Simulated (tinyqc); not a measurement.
# Avrami exponent and time from two shares

Problem. f = 1 - exp(-(t/tau)^m). Find m and tau.

f at t = 82 and 210 ns: 0.21893638  0.80222404

Answer. ln(-ln(1 - f)) is linear in ln t with slope m.

m = 2.00
tau = 165 ns

Program tinyqc, `OMP_NUM_THREADS=1 python tinyqc.py 2860139 2860140 out.jsonl`; Intel Xeon 2.30GHz, shared host, one thread, about 0.01 s.
